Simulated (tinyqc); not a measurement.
Worked calculation: Hubbard ring of 3 sites. Computed by tinyqc, a small Python program that keeps every step. Settings: hopping = 1.48, U = 1.6, mixing = 0.2, iteration cap = 68. Command: `OMP_NUM_THREADS=1 python tinyqc.py 26578 26579 out.jsonl` (the two numbers bound the seeds that draw the settings). One thread of a shared host (Intel(R) Xeon(R) Processor @ 2.60GHz), about 0.2 s of CPU time with the checks.

one-body matrix (hopping and site energies) (eV):
```
           1          2          3
1   0.000000  -1.480000  -1.480000
2  -1.480000   0.000000  -1.480000
3  -1.480000  -1.480000   0.000000
```

U = 1.600000 eV

electrons, up and down: 2  1

n(up) at the start (a guess, not normalised): 1 0.717000, 2 0.617000, 3 0.717000

n(down) at the start (a guess): 1 0.283000, 2 0.383000, 3 0.283000

Each step fills the lowest levels of T + U n(other spin) and sets n(new) = n + mixing (n(out) - n); stop when output and input agree to 1e-8.

Course of the cycle:

| iteration | E (eV) | largest \|n(out) - n(in)\| | mean \|n_up - n_down\| |
|---|---|---|---|
| 1 | -3.38442665 | 2.99e-01 | 0.354682 |
| 2 | -3.39328027 | 2.37e-01 | 0.362614 |
| 3 | -3.39888227 | 1.89e-01 | 0.369492 |
| 4 | -3.40245579 | 1.50e-01 | 0.375414 |
| 5 | -3.40475988 | 1.20e-01 | 0.380489 |
| 6 | -3.40626370 | 9.67e-02 | 0.384823 |
| 7 | -3.40725779 | 7.80e-02 | 0.388517 |
| 8 | -3.40792323 | 6.31e-02 | 0.391661 |
| 9 | -3.40837397 | 5.13e-02 | 0.394335 |
| 10 | -3.40868260 | 4.18e-02 | 0.396607 |
| 11 | -3.40889595 | 3.42e-02 | 0.398537 |
| ... | ... | ... | ... |
| 58 | -3.40940662 | 1.24e-05 | 0.409417 |
| 59 | -3.40940662 | 1.05e-05 | 0.409418 |
| 60 | -3.40940662 | 8.94e-06 | 0.409418 |
| 61 | -3.40940662 | 7.60e-06 | 0.409419 |
| 62 | -3.40940662 | 6.46e-06 | 0.409420 |
| 63 | -3.40940662 | 5.49e-06 | 0.409420 |
| 64 | -3.40940662 | 4.67e-06 | 0.409420 |
| 65 | -3.40940662 | 3.97e-06 | 0.409421 |
| 66 | -3.40940662 | 3.38e-06 | 0.409421 |
| 67 | -3.40940662 | 2.87e-06 | 0.409421 |
| 68 | -3.40940662 | 2.44e-06 | 0.409421 |

Can the last value be used, and what does the course show?

Not by the stop rule, although the second column moves by less than 1e-07 over the last three steps. Not converged within 68 iterations: the residual falls steadily but slowly, by a factor of about 0.85 a step. The lowest mean-field energy found from random starts is -3.40941 eV. Reruns (cap 100 unless said): mixing 0.5: converged in 36 (E = -3.40941); mixing 0.9: converged in 16 (E = -3.40941); the original settings with a cap of 400: converged in 102 (E = -3.40941).
